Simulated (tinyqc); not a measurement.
Type-II superlattice in the two-band Kane model, step by step. Values are carried at full precision from step to step, so a last printed digit may differ when a step is redone from the rounded ones.

Motion along the axis, period d = a + b, c = hbar^2/2m0. Conduction and light-hole bands couple: (E - Ec)(E - Ev) = Ep c k^2 in each layer, with mass m(E) = (E - Ev)/Ep, which may be negative. The conduction envelope psi and psi'/m(E) are continuous; a layer carries them by [[cos kt, (m/k) sin kt], [-(k/m) sin kt, cos kt]] (cosh and sinh for k^2 < 0), and cos(q d) = tr(M_B M_A)/2. C1 is the first miniband above EvB, with its bottom at tr/2 = +1 and its top at -1; the gap is the bottom of C1 less the top heavy-hole level HH1.

Constants: hbar^2/2m0 = 3.80998211 eV angstrom^2; hc = 1239.841984 eV nm.

Parameters, chosen for this exercise (near those of an InAs/GaSb superlattice; the results hold for these values, not for the real material):
```
symbol  value   unit      meaning
a       39      angstrom  layer A
b       43      angstrom  layer B
EcA     0       eV        conduction edge of A
EvA     -0.419  eV        valence edge of A
EcB     0.963   eV        conduction edge of B
EvB     0.135   eV        valence edge of B
EpA     14.4    eV        coupling energy in A
EpB     18.2    eV        coupling energy in B
E       0.252   eV        trial energy
mhA     0.33    m0        heavy hole in A
mhB     0.26    m0        heavy hole in B
```

## Wave numbers and masses at one energy

Give k^2 and m(E) in both layers.

Layers:
```
layer  k^2 (1/angstrom^2)  m(E) (m0)
A               0.0030820    0.04660
B              -0.0011997    0.00643
```

In B the decay constant is 0.0346 1/angstrom; across the gap of B it peaks at mid-gap, at 0.0497, and vanishes at both edges.

## Transfer matrices

Form M_A, M_B and half the trace of their product.

M_A (angstrom units):
```
          1         2
1  -0.55995   0.69542
2  -0.98711  -0.55995
```

M_B (angstrom units):
```
        1        2
1  2.3299  0.39058
2  11.338   2.3299
```

tr/2 = 2.4449

E lies in a gap of the coupled bands.

## Edges and effective gap

Heavy holes are uncoupled: with e = EvB - E, p = sqrt(mhB e/c), w = sqrt(mhA (EvB - EvA - e)/c), the top level HH1 at q = 0 solves (p/mhB) tan(p b/2) = (w/mhA) tanh(w a/2).

C1 is the first miniband above EvB: bottom at tr/2 = +1, top at -1. The gap is its bottom less HH1; cut-off wavelength hc/gap.

bottom of C1 = 0.2892 eV
top of C1 = 0.3375 eV
HH1 = 0.0866 eV
gap = 0.2025 eV
cut-off = 6.12 micrometre

The bulk edges overlap by 135 meV; confinement lifts the electrons by 289 meV and lowers the holes by 48 meV, which opens the gap. It is 0.48 of the smaller bulk gap.

## Electron mass along the axis

m_z = -2 c f'/d^2 with f = tr/2 differentiated at the bottom of C1 (central difference of 1e-6 eV); compare the bulk edge mass (EcA - EvA)/EpA.

f' = -40.86 1/eV
m_z = 0.0463 m0
bulk edge mass of A = 0.0291 m0

## Checks

- Bottom of C1 from the two-band matrix on a staggered grid of 0.5 angstrom against the transfer matrix, eV: both 0.289.

Run: tinyqc, `OMP_NUM_THREADS=1 python tinyqc.py 1251895 1251896 out.jsonl`; Intel(R) Xeon(R) Processor @ 2.30GHz, one thread, shared host; about 0.04 s of CPU time with all checks.
